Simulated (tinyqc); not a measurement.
Inside a calculation. Method: one-electron ion in a basis of Gaussians. One step of it, computed by the program tinyqc.

Problem. Generalised eigenproblem. Solve H C = S C e through S^(-1/2); each column has its largest component positive (the first on a tie).

H = T + V (hartree):
$$\begin{pmatrix}
-0.378541 & -0.346384 & -0.205903 & -0.093752 \\
-0.346384 & -0.441988 & -0.395157 & -0.304227 \\
-0.205903 & -0.395157 & 0.239915 & 0.272402 \\
-0.093752 & -0.304227 & 0.272402 & 4.586346
\end{pmatrix}$$

S:
$$\begin{pmatrix}
1.000000 & 0.599414 & 0.174143 & 0.037691 \\
0.599414 & 1.000000 & 0.599368 & 0.174139 \\
0.174143 & 0.599368 & 1.000000 & 0.599406 \\
0.037691 & 0.174139 & 0.599406 & 1.000000
\end{pmatrix}$$

Give: eigenvalues of S; eigenvalues; coefficients.

Solution.

eigenvalues of S: [0.1718, 0.4956, 1.1911, 2.1415]

eigenvalues (hartree): [-0.4982, -0.1709, 1.0381, 7.3792]

coefficients:
$$\begin{pmatrix}
0.3954 & 1.1578 & 0.4607 & -0.1523 \\
0.6324 & -0.8915 & -1.1917 & 0.4744 \\
0.1326 & -0.1199 & 1.3032 & -1.0533 \\
0.0180 & -0.0207 & -0.0171 & 1.3157
\end{pmatrix}$$

For Z = 2 and l = 1 the exact lowest level is -Z^2/(2 n^2) with n = l + 1: -0.500000 hartree.
